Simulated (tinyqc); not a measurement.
Coupled-perturbed Hartree-Fock on RHF in the sto-3g basis, for B+, spin multiplicity 1, step by step. One step of it, computed by the program tinyqc.

Task: Coupled step 1. U_ai = -(mu_ai + sum_bj [4 (ai|bj) - (ab|ij) - (aj|bi)] U_bj) / (e_a - e_i); alpha = -4 sum U_ai mu_ai.

uncoupled U:
```
           i1         i2
a3   0.000000   0.000000
a4  -0.013133  -1.328954
a5  -0.006776  -0.685625
```

dipole integrals <a|z|i> (bohr):
```
          i1        i2
a3  0.000000  0.000000
a4  0.102251  0.862138
a5  0.052753  0.444788
```

orbital energies (hartree): MO1 -7.986287, MO2 -0.849252, MO3 -0.200518, MO4 -0.200518, MO5 -0.200518

Two-electron integrals over orbitals (pq|rs), unique and non-zero (hartree):
```
(11|11) 2.897294    (21|11) -0.324303   (21|21) 0.057850    (22|11) 0.742479
(22|21) -0.018490   (22|22) 0.525885    (31|31) 0.021414    (32|31) 0.027489
(32|32) 0.112771    (33|11) 0.742089    (33|21) -0.011529   (33|22) 0.533524
(33|33) 0.586773    (41|41) 0.021414    (42|41) 0.027489    (42|42) 0.112771
(43|43) 0.031630    (44|11) 0.742089    (44|21) -0.011529   (44|22) 0.533524
(44|33) 0.523513    (44|44) 0.586773    (51|51) 0.021414    (52|51) 0.027489
(52|52) 0.112771    (53|53) 0.031630    (54|54) 0.031630    (55|11) 0.742089
(55|21) -0.011529   (55|22) 0.533524    (55|33) 0.523513    (55|44) 0.523513
(55|55) 0.586773
```

Give: U after step 1; polarisability.

Result:

U after step 1:
```
        i1       i2
a3  0.0000   0.0000
a4  0.0018  -1.7269
a5  0.0009  -0.8910
```

polarisability = 7.5397 bohr^3
